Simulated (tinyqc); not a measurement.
Carrier lifetime from Shockley-Read-Hall, radiative, Auger and surface recombination: one step, computed by the program tinyqc.

Energies are counted from the top of the valence band. Boltzmann statistics, full ionisation, and equal excess densities of electrons and holes.

Task: Steady state under generation. With n = n_0 + dn, p = p_0 + dn and U/dn = 1/tau: (n p - n_i^2)/dn = n_0 + p_0 + dn = s; 1/tau_SRH = s/[tau_p0 (n + n1) + tau_n0 (p + p1)]; 1/tau_rad = B s; 1/tau_Aug = (C_n n + C_p p) s; the rates add, with 1/tau_s. dn solves dn/tau_eff(dn) = G (60 bisections in ln dn between 1e-2 and 1e22 cm^-3); the splitting of the quasi-Fermi levels is k_B T ln(n p/n_i^2).

Inputs (values chosen for the exercise, with bands modelled on CdTe):

| quantity | value | unit |
|---|---|---|
| temperature T | 250 | K |
| radiative coefficient B | 2e-10 | cm^3/s |
| Auger coefficient C_n | 7.8e-32 | cm^6/s |
| Auger coefficient C_p | 2.2e-30 | cm^6/s |
| generation rate G | 2e+19 | cm^-3 s^-1 |

Doping: p-type. Surface term: two equal surfaces.

n_0 = 7.022898e-12 cm^-3

p_0 = 7.40e+16 cm^-3

tau_p0 = 1.524843e-06 s

n1 = 145.3747 cm^-3

tau_n0 = 2.449206e-09 s

p1 = 3574.863 cm^-3

tau_s = 2.090947e-05 s

n_i = 720.8984 cm^-3

Constants: k_B = 8.617333262e-05 eV/K.

Give: steady excess density; lifetime in the steady state; quasi-Fermi splitting under G.

Result:

steady excess density = 4.728e+10 cm^-3

lifetime in the steady state = 2.364e-09 s

quasi-Fermi splitting under G = 1.083 eV
